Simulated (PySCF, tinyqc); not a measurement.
Worked calculation: CCD on RHF in the sto-6g basis, for H6, spin multiplicity 1. The lowest restricted solution is unstable here: a spin-polarised one lies 0.0503 hartree lower (PySCF). One step of it, computed by the program tinyqc.

Task: CCD: starting amplitudes. t_ij^ab = <ij||ab> / (e_i + e_j - e_a - e_b), whose energy is MP2.

orbital energies (hartree): [-0.628116, -0.504304, -0.280283, 0.134693, 0.512624, 0.875077]

Two-electron integrals over orbitals (pq|rs), unique and non-zero (hartree):
```
(11|11) 0.416395    (21|11) -0.000308   (21|21) 0.137879    (22|11) 0.342529
(22|21) 0.000306    (22|22) 0.361950    (31|11) -0.075492   (31|21) -0.000162
(31|22) 0.016533    (31|31) 0.091027    (32|11) -0.000273   (32|21) 0.086312
(32|22) 0.000262    (32|31) -0.000015   (32|32) 0.114228    (33|11) 0.335174
(33|21) -0.000039   (33|22) 0.328586    (33|31) -0.009971   (33|32) -0.000086
(33|33) 0.350987    (41|11) -0.000246   (41|21) 0.055499    (41|22) 0.000061
(41|31) 0.000052    (41|32) -0.021794   (41|33) 0.000039    (41|41) 0.075743
(42|11) 0.085021    (42|21) 0.000070    (42|22) 0.021639    (42|31) -0.062237
(42|32) -0.000107   (42|33) -0.007853   (42|41) -0.000016   (42|42) 0.090274
(43|11) 0.000139    (43|21) -0.091116   (43|22) -0.000239   (43|31) 0.000169
(43|32) -0.091179   (43|33) 0.000054    (43|41) -0.004950   (43|42) -0.000059
(43|43) 0.128928    (44|11) 0.342840    (44|21) -0.000041   (44|22) 0.334562
(44|31) -0.011810   (44|32) -0.000081   (44|33) 0.348056    (44|41) 0.000015
(44|42) 0.002643    (44|43) 0.000049    (44|44) 0.359168    (51|11) 0.002602
(51|21) -0.000097   (51|22) 0.038447    (51|31) 0.036071    (51|32) 0.000031
(51|33) -0.018312   (51|41) -0.000096   (51|42) 0.021683    (51|43) 0.000024
(51|44) -0.011024   (51|51) 0.060037    (52|11) -0.000103   (52|21) 0.052472
(52|22) 0.000193    (52|31) 0.000029    (52|32) 0.005028    (52|33) -0.000031
(52|41) 0.047509    (52|42) 0.000125    (52|43) 0.031465    (52|44) -0.000024
(52|51) 0.000077    (52|52) 0.085617    (53|11) 0.084837    (53|21) 0.000061
(53|22) 0.020824    (53|31) -0.063113   (53|32) -0.000098   (53|33) -0.000079
(53|41) -0.000023   (53|42) 0.083387    (53|43) -0.000065   (53|44) -0.002299
(53|51) 0.014837    (53|52) 0.000105    (53|53) 0.088960    (54|11) -0.000279
(54|21) 0.090613    (54|22) 0.000260    (54|31) -0.000026   (54|32) 0.109090
(54|33) -0.000089   (54|41) -0.012897   (54|42) -0.000086   (54|43) -0.092726
(54|44) -0.000084   (54|51) 0.000024    (54|52) 0.008003    (54|53) -0.000090
(54|54) 0.116378    (55|11) 0.358684    (55|21) 0.000253    (55|22) 0.370020
(55|31) 0.007889    (55|32) 0.000214    (55|33) 0.342905    (55|41) 0.000039
(55|42) 0.025567    (55|43) -0.000210   (55|44) 0.349813    (55|51) 0.035281
(55|52) 0.000171    (55|53) 0.026092    (55|54) 0.000223    (55|55) 0.394169
(61|11) 0.000041    (61|21) -0.001579   (61|22) -0.000057   (61|31) -0.000121
(61|32) 0.028668    (61|33) 0.000007    (61|41) -0.028963   (61|42) -0.000040
(61|43) 0.036319    (61|44) 0.000011    (61|51) -0.000109   (61|52) 0.039234
(61|53) -0.000036   (61|54) 0.026394    (61|55) -0.000057   (61|61) 0.071864
(62|11) 0.001861    (62|21) -0.000075   (62|22) 0.036857    (62|31) 0.035245
(62|32) 0.000040    (62|33) -0.013576   (62|41) -0.000076   (62|42) 0.016664
(62|43) 0.000034    (62|44) -0.015621   (62|51) 0.055496    (62|52) 0.000104
(62|53) 0.018735    (62|54) 0.000033    (62|55) 0.036655    (62|61) -0.000089
(62|62) 0.058000    (63|11) -0.000214   (63|21) 0.053932    (63|22) 0.000070
(63|31) 0.000030    (63|32) -0.016281   (63|33) 0.000031    (63|41) 0.069967
(63|42) 0.000008    (63|43) -0.005191   (63|44) 0.000031    (63|51) -0.000085
(63|52) 0.047376    (63|53) -0.000009   (63|54) -0.017001   (63|55) 0.000052
(63|61) -0.027104   (63|62) -0.000079   (63|63) 0.073992    (64|11) -0.078555
(64|21) -0.000135   (64|22) 0.010660    (64|31) 0.088917    (64|32) 0.000014
(64|33) -0.012027   (64|41) 0.000049    (64|42) -0.064402   (64|43) 0.000151
(64|44) -0.013892   (64|51) 0.034194    (64|52) 0.000030    (64|53) -0.066052
(64|54) -2.30e-06   (64|55) 0.010406    (64|61) -0.000114   (64|62) 0.035386
(64|63) 0.000035    (64|64) 0.097167    (65|11) -0.000318   (65|21) 0.141236
(65|22) 0.000330    (65|31) -0.000153   (65|32) 0.092387    (65|33) -0.000038
(65|41) 0.055017    (65|42) 0.000064    (65|43) -0.097529   (65|44) -0.000036
(65|51) -0.000090   (65|52) 0.054159    (65|53) 0.000057    (65|54) 0.097874
(65|55) 0.000291    (65|61) -0.001202   (65|62) -0.000072   (65|63) 0.058171
(65|64) -0.000139   (65|65) 0.158524    (66|11) 0.441842    (66|21) -0.000265
(66|22) 0.365927    (66|31) -0.079760   (66|32) -0.000261   (66|33) 0.360148
(66|41) -0.000230   (66|42) 0.091109    (66|43) 0.000113    (66|44) 0.369899
(66|51) 0.002979    (66|52) -0.000083   (66|53) 0.093820    (66|54) -0.000268
(66|55) 0.392193    (66|61) 0.000041    (66|62) 0.002834    (66|63) -0.000211
(66|64) -0.088255   (66|65) -0.000295   (66|66) 0.493260
```

Give: Starting amplitudes; correlation energy.

Result:

Starting amplitudes (spin orbitals 1a, 1b, ...; amplitudes related by a flip of all spins are not repeated; the 24 largest):
```
from      to        t
3a 3b  4a 4b  -0.1553
2a 2b  4a 4b  -0.0706
2a 3b  4a 5b  -0.0582
3a 3b  5a 5b  -0.0561
1a 1b  4a 4b  -0.0496
2a 2b  5a 5b  -0.0421
1a 3b  4a 6b  -0.0365
2a 3a  4a 5a  -0.0363
3a 3b  6a 6b  -0.0320
1a 2b  4a 5b  -0.0267
1a 1b  5a 5b  -0.0263
1a 1b  6a 6b  -0.0239
1a 2b  5a 6b  -0.0220
2a 3b  4b 5a   0.0220
2a 3b  5a 6b  -0.0218
2a 2b  6a 6b  -0.0210
1a 3b  4b 6a   0.0189
1a 3a  4a 6a  -0.0175
1a 2b  5b 6a   0.0156
1a 2a  4a 5a  -0.0145
2a 3a  5a 6a  -0.0132
1a 1b  4a 6b   0.0128
1a 2b  4b 5a   0.0122
1a 3b  6a 6b   0.0102
```

correlation energy = -0.080873 hartree
